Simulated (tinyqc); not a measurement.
# Sneak paths and read margin

Worst-case read of an N x N array without selectors, ideal wires, unselected lines floating and all unselected cells in the low state with resistance K Ron: the sneak path is Rsn = K Ron [2/(N - 1) + 1/(N - 1)^2], in parallel with the selected cell Rc. A sense resistor Ron to ground gives Vout = Vr Ron/(Ron + Rc Rsn/(Rc + Rsn)); margin = [Vout(Rc = Ron) - Vout(Rc = ra Ron)]/Vr.

Parameters, values chosen for the exercise:
```
symbol  value  unit                                              meaning
Ron       100  kohm                          resistance of the low state
ra       1000                                             ratio Roff/Ron
K           5        factor by which unselected cells are more resistive
Vr        0.5     V                                         read voltage
```

Sneak paths and read margin:
```
N    Rsn (kohm)  Vout, low state (mV)  Vout, high state (mV)  margin (%)
2          1500                 258.1                  31.69       45.28
3         625.0                 268.5                  69.34       39.84
4         388.9                 278.5                  102.6       35.18
8         153.1                 311.6                  197.8       22.76
16        68.89                 355.1                  296.1       11.80
32        32.78                 401.0                  376.6       4.882
64        16.00                 439.4                  431.0       1.670
128       7.905                 465.9                  463.4      0.4995
256       3.929                 481.8                  481.1      0.1376
```

The margin falls from 45.3 to 0.138 %; a lone cell has 49.9 %. It first drops below 10 % at N = 32 among the rows, where Rsn = 0.33 Ron. Between the last two rows it goes as N^(-1.86).

Computed by the program tinyqc: `OMP_NUM_THREADS=1 python tinyqc.py 2880060 2880061 out.jsonl`, one thread of a shared Intel Xeon 2.30GHz, about 0.02 s for the whole run.
